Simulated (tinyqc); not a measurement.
Decay of LO phonons and the hot-phonon bottleneck in the cooling of electrons. Changing the power supplied per electron P. Computed by tinyqc, a small Python program. Command: `OMP_NUM_THREADS=1 python tinyqc.py 3019979 3019980 out.jsonl hotphonon sweep`. One thread of a shared host (Intel(R) Xeon(R) Processor @ 2.30GHz), about 0.02 s of CPU time with the checks.

n(E, T) = 1/(exp(E/(k_B T)) - 1) is the Bose occupation. Electrons have a temperature T_e; the LO modes within their reach share one occupation N; the decay products stay at the lattice temperature.

Inputs (values chosen for the exercise, modelled on silicon carbide):

| quantity | value | unit |
|---|---|---|
| LO energy hbar omega | 120 | meV |
| lifetime at T = 0, tau_0 | 5.2 | ps |
| lattice temperature T | 300 | K |
| electron mass m* | 0.344 | m_0 |
| eps_inf | 6.4 | - |
| static dielectric constant eps_s | 9.59 | - |
| electron density n | 1.9e+19 | 1/cm^3 |
| density of LO modes that the electrons reach, N_m | 3.1e+19 | 1/cm^3 |

Decay channel: two equal phonons (Klemens).

Constants: k_B = 8.617333262e-05 eV/K; c = 299792458 m/s; e^2/(4 pi eps_0) = 14.39964548 eV angstrom; hbar^2/(2 m_0) = 3.80998212 eV angstrom^2; hbar = 6.582119569e-16 eV s; e = 1.602176634e-19 C.

Method:
- Decay rate 1/tau = (1/tau_0) [1 + 2 n(hbar omega/2)].
- Full width Gamma = 1/(2 pi c tau) in 1/cm, c in cm/s.
- Froehlich coupling alpha = (e^2/(4 pi eps_0)) (1/eps_inf - 1/eps_s) k_0/(2 hbar omega), k_0 = sqrt(m* hbar omega/(hbar^2/(2 m_0))); emission time tau_sp = hbar/(2 alpha hbar omega); bottleneck ratio r = (n/N_m) tau/tau_sp.
- Net emission per electron: [(N + 1) x - N]/tau_sp with x = exp(-hbar omega/(k_B T_e)), a simple two-level balance; steady state of the modes: n [(N + 1) x - N]/tau_sp = N_m (N - N_0)/tau; power per electron P = hbar omega [(N + 1) x - N]/tau_sp.
- With p = P tau_sp/(hbar omega): N = N_0 + r p and x = (p + N)/(N + 1); without hot phonons N = N_0. The mode temperature T_LO solves n(hbar omega, T_LO) = N.

One run for each value:

| power supplied per electron P (nW) | electron temperature T_e (K) | T_e without hot phonons (K) | mode temperature T_LO (K) | LO occupation N |
|---|---|---|---|---|
| 0.20 | 417.9 | 300.58 | 417.7 | 0.0370 |
| 0.38 | 489.3 | 301.10 | 488.8 | 0.0615 |
| 0.73 | 601.3 | 302.11 | 600.5 | 0.1091 |
| 1.40 | 779.1 | 304.01 | 777.8 | 0.2003 |
| 2.70 | 1078.0 | 307.62 | 1075.4 | 0.3773 |
| 5.10 | 1581.0 | 314.02 | 1575.3 | 0.7040 |
| 9.80 | 2517.8 | 325.70 | 2503.3 | 1.3438 |
| 19.00 | 4316.3 | 346.20 | 4273.8 | 2.5962 |
| 36.00 | 7645.3 | 378.76 | 7512.6 | 4.9103 |

What does the table show?

Over the rows, electron temperature T_e (K) rises from 418 to 7650 (exponent d ln y / d ln x 0.25 between the first rows and 0.89 between the last); T_e without hot phonons (K) rises from 301 to 379 (exponent d ln y / d ln x 0.0027 between the first rows and 0.14 between the last); mode temperature T_LO (K) rises from 418 to 7510 (exponent d ln y / d ln x 0.25 between the first rows and 0.88 between the last).

Caution (rows 0.200): the electrons are degenerate; Pauli blocking and the Fermi energy, left out here, matter. Caution (rows 2.70, 5.10, 9.80, 19.0, 36.0): at such T_e upper valleys, non-parabolic bands or other phonons can take part.
